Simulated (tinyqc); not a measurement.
What moves the results: Lorentz oscillators and the Kramers-Kronig relations. A value that a table varies takes the place of the one given here.

eps(E) = 1 + sum_j S_j/(E0_j^2 - E^2 - i G_j E).

Kramers-Kronig: eps1(E) = 1 + (2/pi) P integral_0^infinity E1 eps2(E1)/(E1^2 - E^2) dE1. Maclaurin rule on the grid E_j = j h, j = 1 .. M: eps1(E_i) = 1 + (4 h/pi) sum over j with j - i odd of E_j eps2(E_j)/(E_j^2 - E_i^2); nothing is added above E_M.

n + i k = sqrt(eps1 + i eps2) with k >= 0; R = ((n - 1)^2 + k^2)/((n + 1)^2 + k^2) at normal incidence from vacuum; alpha = 2 E k/(hbar c), times 1e8 for 1/cm; loss function Im(-1/eps) = eps2/(eps1^2 + eps2^2).

Constants: hbar c = 1973.269805 eV angstrom.

Parameters, chosen for this exercise:
```
symbol  value         unit  meaning
E0      (4.53, 9.1)   eV    resonances
G       (1.08, 1.91)  eV    widths
S       (14.8, 70.2)  eV^2  strengths
h       1             eV    grid step
M       36                  grid points E_j = j h
E_t     2.2           eV    energy below the first line
E       1.89          eV    photon energy
```

## Numerical transform against the formula

Every third grid point is listed; the error is the transform minus the formula.

Dielectric function:
```
E (eV)   eps2  eps1 formula  eps1 transform   error
2.00    0.158         2.769           2.747  -0.022
5.00    1.819         0.835           1.389   0.554
8.00    1.892         2.921           3.179   0.258
11.00   0.793        -0.556          -0.418   0.138
14.00   0.146         0.329           0.271  -0.058
17.00   0.056         0.613           0.649   0.036
20.00   0.028         0.743           0.721  -0.022
23.00   0.017         0.815           0.832   0.017
26.00   0.011         0.860           0.847  -0.012
29.00   0.007         0.890           0.899   0.009
32.00   0.005         0.911           0.902  -0.009
35.00   0.004         0.926           0.931   0.005
```

The largest error listed is +0.554 at 5.00 eV. The rule samples every 2h = 2 eV and the narrowest line is 1.08 eV wide, so it is not resolved. The grid ends at 36 eV, where eps2 is still 0.004; the error at the last point listed, nearest the missing tail, is +0.005.

## How far the spectrum must be known

The integrals are done by adaptive quadrature and cut at E_cut. f-sum share: (2/pi) integral of E eps2 over sum S. Static share: (2/pi) integral of eps2/E over eps(0) - 1.

Cut integrals:
```
E_cut (eV)  eps1(E_t)  f-sum share  static share
7.3             2.095        0.209         0.564
10.0            2.659        0.692         0.901
13.6            2.796        0.881         0.985
18.2            2.813        0.926         0.995
27.3            2.819        0.956         0.999
45.5            2.820        0.975         1.000
```

eps1(E_t) from the formula = 2.820

Cut at 10 eV, just above the last line, eps1(E_t) lacks 0.161; cut at 45.5 eV it lacks 0.000. At 13.6 eV the static sum has reached 0.985 and the f-sum only 0.881: the f-sum weights eps2 by E and the static sum by 1/E, so the f-sum needs the far tail.

## Optical constants across the spectrum

Spectrum:
```
E (eV)    eps1   eps2      n      k      R   loss
1.36     2.654  0.090  1.629  0.028  0.057  0.013
3.23     3.273  0.535  1.815  0.147  0.086  0.049
5.09     0.853  1.578  1.150  0.686  0.097  0.490
6.95     2.276  0.816  1.532  0.266  0.055  0.140
8.81     1.923  3.851  1.765  1.091  0.201  0.208
10.67   -0.737  1.057  0.525  1.006  0.371  0.637
12.53    0.036  0.287  0.403  0.356  0.231  3.430
14.39    0.383  0.126  0.627  0.100  0.056  0.775
16.26    0.564  0.069  0.752  0.046  0.021  0.212
18.12    0.672  0.043  0.820  0.026  0.010  0.094
19.98    0.742  0.029  0.862  0.017  0.006  0.052
21.84    0.792  0.020  0.890  0.011  0.003  0.032
```

Among the energies listed the largest values are at (eV): eps2 8.81; n 3.23; k 8.81; R 10.67; loss 12.53. eps1 crosses zero at 9.30 and 12.40 eV; the last crossing is upward and marks the plasmon, against sqrt(sum S) = 9.22 eV for free electrons.

## What each oscillator parameter does

At the energy E. Each row changes one parameter from the base and keeps the others.

Results:
```
case                     eps1   eps2      n      k      R
base                    2.745  0.144  1.657  0.043  0.061
E0 = (4.53, 9.555) eV   2.660  0.137  1.631  0.042  0.058
G = (1.08, 2.865) eV    2.743  0.164  1.657  0.049  0.061
S = (14.8, 84.24) eV^2  2.922  0.152  1.710  0.044  0.069
E = 1.984 eV            2.766  0.156  1.664  0.047  0.062
```

The largest shifts from the base row, up to three for each result and ties (the steps differ in size, so this ranks the rows, not the parameters). eps1: S +0.177, E0 -0.085, E +0.021. eps2: G +0.020, E +0.012, S +0.008. n: S +0.053, E0 -0.026, E +0.006; unchanged at the printed digits by G. k: G +0.006, E +0.003, E0 -0.002. R: S +0.007, E0 -0.004, E +0.001; unchanged at the printed digits by G.

Program tinyqc; command `OMP_NUM_THREADS=1 python tinyqc.py 1651569 1651570 out.jsonl`; about 0.2 s on one thread of a shared Intel(R) Xeon(R) Processor @ 2.30GHz.
